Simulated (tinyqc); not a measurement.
Inside a calculation: delta-doped layer in the Thomas-Fermi potential. Values are carried at full precision from step to step, so a last printed digit may differ when a step is redone from the rounded ones.

All donors ionised in the plane z = 0, zero temperature, energies from the Fermi level EF of the Thomas-Fermi model, which lies at the bulk band edge; c = hbar^2/2m0, q = e^2/(4 pi eps0). gv = 4 equivalent valleys, m_d = sqrt(m3^3/mz) in the plane. With n = (gv/3 pi^2)(m3 (-V)/c)^(3/2) and V'' = -(4 pi q/eps) n for z > 0, the solution is V = -b/(|z| + z0)^4 with sqrt(b) = 20/K, K = (4 pi q/eps)(gv/3 pi^2)(m3/c)^(3/2), and z0^5 = 4b/(e F0), e F0 = 2 pi q N/eps; 1e13/cm^2 = 1e-3/angstrom^2. Exchange and correlation are left out.

Constants: hbar^2/2m0 = 3.80998211 eV angstrom^2; e^2/(4 pi eps0) = 14.39964547 eV angstrom.

Parameters, chosen for this exercise (near those of a delta-doped layer in Ge; shifted at random, so the results belong to these values and not to a real crystal): m3 = 0.216 m0 (density-of-states mass of a valley); mz = 0.124 m0 (mass along z); eps = 16.4 (dielectric constant); N = 0.86 x 1e13/cm^2 (donor sheet density).

## The Thomas-Fermi well

Give K, b, e F0, z0 and the depth b/z0^4.

K = 0.020121 eV^(-1/2) angstrom^-2
b = 9.8799e+05 eV angstrom^4
e F0 = 0.0047445 eV/angstrom
z0 = 60.83 angstrom
depth = 0.0722 eV

Half of the electrons lie within |z| < (2^(1/5) - 1) z0 = 9.0 angstrom. The mean donor spacing in the plane is 34.1 angstrom, against a Bohr radius 0.529177 eps/m3 = 40.2 angstrom: the spacing is not small against it, so the smeared sheet is a crude model.

## Profile

V = -b/(|z| + z0)^4, n and the share of electrons beyond |z|, (z0/(|z| + z0))^5, at z = 0, 0.1, 0.25, 0.5, 1 and 2 times z0; n = (eps/(4 pi q)) 20 b/(|z| + z0)^6, q = e^2/(4 pi eps0), 1/angstrom^3 = 1e24/cm^3.

Profile:
```
z (angstrom)   V (eV)  n (1e19/cm^3)  share beyond
0.0           -0.0722           3.53         1.000
6.1           -0.0493           2.00         0.621
15.2          -0.0296          0.927         0.328
30.4          -0.0143          0.310         0.132
60.8          -0.0045         0.0552         0.031
121.7         -0.0009        0.00485         0.004
```

## Subbands

Subbands solve -(c/m_z) psi'' + V psi = E psi on 1280 points of spacing z0/80; up to ten levels for each group, kept if bound with an rms width below 2.5 z0.

List the bound levels with their rms width.

Subbands:
```
label  valleys g  m_d (m0)   E (eV)  rms z (angstrom)
0              4    0.2851  -0.0199              33.2
```

## Filling the subbands

At zero temperature n_i = g m_d (mu - E_i)/(2 pi c) for E_i < mu, c = hbar^2/2m0; find mu from sum n_i = N (1e13/cm^2 = 1e-3/angstrom^2).

mu = -0.0019 eV

n_i in the order of the list (1e13/cm^2): 0.860

1 subband filled in part, the lowest with 100 % of the electrons. The potential was built for a Fermi level at 0; filling its quantised levels puts mu 2.6 % of the depth below that; with so few subbands the Thomas-Fermi picture is crude, and a close match would be chance.

## Estimate from a V-shaped well

Near z = 0 the well is -depth + e F0 |z|, whose levels are a (c (e F0)^2/m_z)^(1/3) with a = 1.018793 (even) and 2.338107 (odd); c = hbar^2/2m0, m_z = mz.

levels 0 and 1 (eV): 0.0179  0.1346

Level 0 comes out 38 meV too high, since screening flattens the true well away from the plane, and both levels land above the rim at 0.

## Checks

- Integral of the Thomas-Fermi density against N, 1e13/cm^2: both 0.8600.
- Lowest level on a finer grid (z0/200), eV: both -0.020.

Computed by tinyqc, a small Python program: `OMP_NUM_THREADS=1 python tinyqc.py 1280694 1280695 out.jsonl` (the numbers bound the seed that draws the inputs); one thread of a shared host (Intel(R) Xeon(R) Processor @ 2.30GHz), about 0.05 s for the whole set of steps.
